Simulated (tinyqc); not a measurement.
# Sheet resistance and Hall data of a diffused or implanted layer, step by step

A worked calculation. Computed by tinyqc, a small Python program that keeps every step. Command: `OMP_NUM_THREADS=1 python tinyqc.py 3029373 3029374 out.jsonl layer walk`. One thread of a shared host (Intel(R) Xeon(R) Processor @ 2.30GHz), about 0.01 s of CPU time with the checks. Intermediate numbers are printed to about 6 digits and carried at full precision; extremes and crossings named in words are read from the listed rows.

Carriers are taken equal to the net active doping down to the junction (full ionisation, which deep dopants in wide-gap hosts do not reach; no spill-over, no depletion), and the Hall factor is 1.

Inputs (values chosen for the exercise, modelled on nitrogen in 4H-SiC):

| quantity | value | unit |
|---|---|---|
| mu_min | 39.8 | cm^2/(V s) |
| mu_max | 968 | cm^2/(V s) |
| N_ref | 2.1e+17 | 1/cm^3 |
| exponent alpha | 0.62 | - |
| peak concentration N_0 | 2.8e+18 | 1/cm^3 |
| length scale l | 17 | nm |
| background doping N_B (opposite type) | 9.3e+16 | 1/cm^3 |
| probe current I | 0.5 | mA |
| magnetic field B | 1 | T |

Profile: box. Activation: complete.

Constants: e = 1.602176634e-19 C.

## Dose and junction depth

N(x) = N_0 down to x_j = l, dose N_0 l.

dose = 4.76e+12 1/cm^2

junction depth x_j = 17 nm

Caution: the layer is not thick against surface and junction depletion widths, which remove carriers that this model counts.

## Sheet values

Mobility mu = mu_min + (mu_max - mu_min)/(1 + (N_t/N_ref)^alpha), N_t = active doping + N_B; carriers n = active doping - N_B, all dopants active. Integrals from x_0 (0 unless stated) to x_j by the midpoint rule on 400 even intervals: 1/R_s = e int n mu dx; sheet density n_s = int n dx; Hall sheet density (int n mu dx)^2/int n mu^2 dx; Hall mobility int n mu^2 dx/int n mu dx. Mean conductivity 1/(R_s x_j); mean mobility 1/(e n_s R_s).

sheet resistance R_s = 7051.22 ohm

sheet density n_s = 4.60190e+12 1/cm^2

mean mobility = 192.348 cm^2/(V s)

Hall sheet density = 4.60190e+12 1/cm^2

Hall mobility = 192.348 cm^2/(V s)

mean conductivity 1/(R_s x_j) = 83.4231 S/cm

Carriers amount to 96.7 % of the dose. A Hall measurement reports 100.0 % of n_s, exactly n_s for a uniform layer.

## What the probes read

Collinear four-point probe on a large thin layer: V = I R_s ln(2)/pi. Van der Pauw on a symmetric sample: R = R_s ln(2)/pi as well. Hall voltage V_H = I B/(e x Hall sheet density); tangent of the Hall angle V_H/(I R_s).

four-point voltage = 777.876 mV

Hall voltage = 67.8145 mV

tangent of the Hall angle = 0.0192348

## Shortcuts against the integral

Shortcuts: R_s = 1/(e Q mu) with the dose Q and the mobility at the (active) peak concentration; 1/(e n_s mu) with mu at N_t = n_s/x_j + N_B; 1/(e Q mu_max).

Sheet resistances:

| method | R_s (ohm) | deviation (%) |
|---|---|---|
| integral | 7051.22 | 0.0000 |
| dose, mobility at the peak | 6817.02 | -3.3214 |
| n_s, mobility at the mean concentration | 6957.18 | -1.3337 |
| dose, mu_max | 1354.59 | -80.7893 |

The closest shortcut is «n_s, mobility at the mean concentration» (-1.3 %).

Checks made by the program: conductance integral against adaptive quadrature (relative difference below 1e-10).
